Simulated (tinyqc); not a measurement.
Small-signal admittance of a forward-biased p+-n diode: one step of the calculation.

Holes injected into a neutral base of width wb with an ohmic contact at its end; low injection, p0 far above the equilibrium density. A small voltage v exp(i w t), w = 2 pi f, modulates the edge density by p0 v/Vt, and the small-signal density obeys Dp d2p/dx2 = (1/tau + i w) p.

Task. Closed-form admittance. L = sqrt(Dp tau); direct current J = (q Dp p0/L) coth(wb/L); k = sqrt(1 + i w tau)/L; diffusion admittance Y = (q Dp p0/Vt) k coth(k wb) = G + i w C_diff; junction capacitance C_j = sqrt(q eps0 eps_r Nd/(2 Vr)) in the depletion approximation, with the remaining barrier Vr = Vt ln(Na/p0), a rough value under forward bias; base-width modulation is left out.

Parameters, values chosen for the exercise; permittivity close to that of gallium arsenide: temperature T = 300 K; relative permittivity eps_r = 12.9; donor density of the base Nd = 9.5e16 cm^-3; hole diffusion coefficient Dp = 4.9 cm^2/s; hole lifetime tau = 1e-6 s; width of the neutral base wb = 5.1 um; excess hole density at the junction edge p0 = 6.9e14 cm^-3; acceptor density of the p+ side Na = 9e19 cm^-3; signal frequency f = 2.2e7 Hz.

Constants: q = 1.602176634e-19 C, kB = 1.380649e-23 J/K, Vt = kB T/q, eps0 = 8.8541878128e-14 F/cm where lengths are in cm. Results are converted to the units shown.

Give: L; J; k wb; Y; C_diff; C_j.

Result.

L = 22.136 um
J = 1.0809 A/cm^2
k wb = 1.9223+1.9085i
Y = 74.331+77.853i S/cm^2
C_diff = 0.56321 uF/cm^2
C_j = 0.16896 uF/cm^2

G is 1.78 times its low-frequency value J/Vt, and C_diff is 3.33 times C_j.

Numbers from tinyqc (`OMP_NUM_THREADS=1 python tinyqc.py 2890184 2890185 out.jsonl`; about 0.01 s on one thread of a shared Intel Xeon 2.30GHz).
